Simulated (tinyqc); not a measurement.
Energy relaxation with and without hot phonons: decay of LO phonons and the hot-phonon bottleneck in the cooling of electrons. Computed by tinyqc, a small Python program. Command: `OMP_NUM_THREADS=1 python tinyqc.py 3009763 3009764 out.jsonl hotphonon walk`. One thread of a shared host (Intel(R) Xeon(R) Processor @ 2.30GHz), about 0.01 s of CPU time with the checks.

n(E, T) = 1/(exp(E/(k_B T)) - 1) is the Bose occupation. Electrons have a temperature T_e; the LO modes within their reach share one occupation N; the decay products stay at the lattice temperature.

Inputs (values chosen for the exercise, modelled on aluminium nitride):
```
quantity                                             value    unit
LO energy hbar omega                                   110     meV
lifetime at T = 0, tau_0                               1.3      ps
weight b of the three-phonon channel                 0.077       -
lattice temperature T                                  250       K
electron mass m*                                     0.306     m_0
eps_inf                                                4.8       -
static dielectric constant eps_s                      8.44       -
electron density n                                 4.2e+17  1/cm^3
density of LO modes that the electrons reach, N_m  7.6e+18  1/cm^3
```

Decay channel: two equal phonons plus a three-phonon channel.

Constants: k_B = 8.617333262e-05 eV/K; c = 299792458 m/s; e^2/(4 pi eps_0) = 14.39964548 eV angstrom; hbar^2/(2 m_0) = 3.80998212 eV angstrom^2; hbar = 6.582119569e-16 eV s; e = 1.602176634e-19 C; k_B = 1.380649e-23 J/K.

Method:
- Decay rate 1/tau = (1/tau_0) [1 + 2 n_2 + b (1 + 3 n_3 + 3 n_3^2)]/(1 + b), n_2 = n(hbar omega/2), n_3 = n(hbar omega/3).
- Full width Gamma = 1/(2 pi c tau) in 1/cm, c in cm/s.
- Froehlich coupling alpha = (e^2/(4 pi eps_0)) (1/eps_inf - 1/eps_s) k_0/(2 hbar omega), k_0 = sqrt(m* hbar omega/(hbar^2/(2 m_0))); emission time tau_sp = hbar/(2 alpha hbar omega); bottleneck ratio r = (n/N_m) tau/tau_sp.
- Net emission per electron: [(N + 1) x - N]/tau_sp with x = exp(-hbar omega/(k_B T_e)), a simple two-level balance; steady state of the modes: n [(N + 1) x - N]/tau_sp = N_m (N - N_0)/tau; power per electron P = hbar omega [(N + 1) x - N]/tau_sp.
- P(T_e) = (hbar omega/tau_sp) [(N_0 + 1) x - N_0]/[1 + r (1 - x)], and r = 0 without hot phonons; energy relaxation time tau_E = (3/2) k_B (T_e - T)/P.

emission time tau_sp = 5.41253 fs

equilibrium LO occupation N_0 = 0.00609730

bottleneck ratio r = 10.9222

phonon lifetime tau = 1.06973 ps

Cooling:
```
T_e (K)  P, cold phonons (nW)  P, hot phonons (nW)   ratio  tau_E (ps)         N
280                    14.457               1.2244  11.808     0.50744  0.010204
330                    48.603               4.1563  11.694     0.39862  0.020039
400                    114.86               10.011  11.473     0.31030  0.039678
550                    301.80               27.816  10.850     0.22336  0.099402
750                    577.42               58.144  9.9309     0.17809   0.20113
1050                   951.47               109.57  8.6838     0.15121   0.37363
1550                   1417.9               198.90  7.1288     0.13536   0.67327
2250                   1837.8               320.78  5.7289     0.12912    1.0821
```

Reabsorption cuts the loss by a factor 11.8 at the lowest T_e and 5.73 at the highest; the factor is 1 + r (1 - x) with r = 10.9. tau_E runs from 0.51 to 0.13 ps, with its shortest value, 0.13 ps, at T_e = 2250 K, against tau_sp = 5.4 fs and a phonon lifetime of 1.1 ps. For r (1 - x) much above 1 the loss tends to hbar omega (N_m/n)(n(hbar omega, T_e) - N_0)/tau, in which tau_sp no longer appears. Pauli blocking is left out, as are upper valleys and non-parabolic bands, which can matter above about 1000 K. Caution: alpha is above 1/2, so hbar/tau_sp exceeds hbar omega and the emission time, a weak-coupling result, is only rough.

Extremes, crossings and ranges named in words are read from the listed rows.
